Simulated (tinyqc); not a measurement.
Effective mass of the split-off band from tabulated energies: one step. Finite differences. The numbers come from values chosen for the exercise (band of an eight-band Kane model near CdTe).

c = hbar^2/2m0. A uniform scatter of up to 0.3 meV has been added to mimic numerical noise.
Constants: hbar^2/2m0 = 3.80998211 eV angstrom^2.

Energies along [110], from the band edge downward:

| k (1/angstrom) | E (meV) |
|---|---|
| 0.0000000 | 0.000000 |
| 0.0150000 | 3.503800 |
| 0.0300000 | 13.626200 |
| 0.0450000 | 30.123100 |
| 0.0600000 | 54.491700 |
| 0.0750000 | 86.709600 |
| 0.0900000 | 127.669000 |
| 0.1050000 | 177.155700 |
| 0.1200000 | 236.181100 |

reference mass (curvature of the model at k = 0.0001 1/angstrom) = 0.2581067 m0

Task: The band is even in k. m = c k^2/E(k) from the points 1, 2, 4 (k = 0 is point 0); Richardson from points 1 and 2: c/m = [16 E(k1) - E(k2)]/(12 k1^2).

Give: m from points 1, 2, 4; m by Richardson.

Result:

m from points 1, 2, 4 (m0): 0.24466  0.25165  0.25171

m by Richardson = 0.24242 m0

Errors against the reference: -5.21, -2.50 and -2.48 % and -6.08 %. The extrapolation does not help: a scatter of 0.3 meV is 9 % of the first energy, and the formula weights that point by 4/3.

tinyqc: `OMP_NUM_THREADS=1 python tinyqc.py 1881213 1881214 out.jsonl`; about 0.01 s, one thread, shared Intel(R) Xeon(R) Processor @ 2.30GHz.
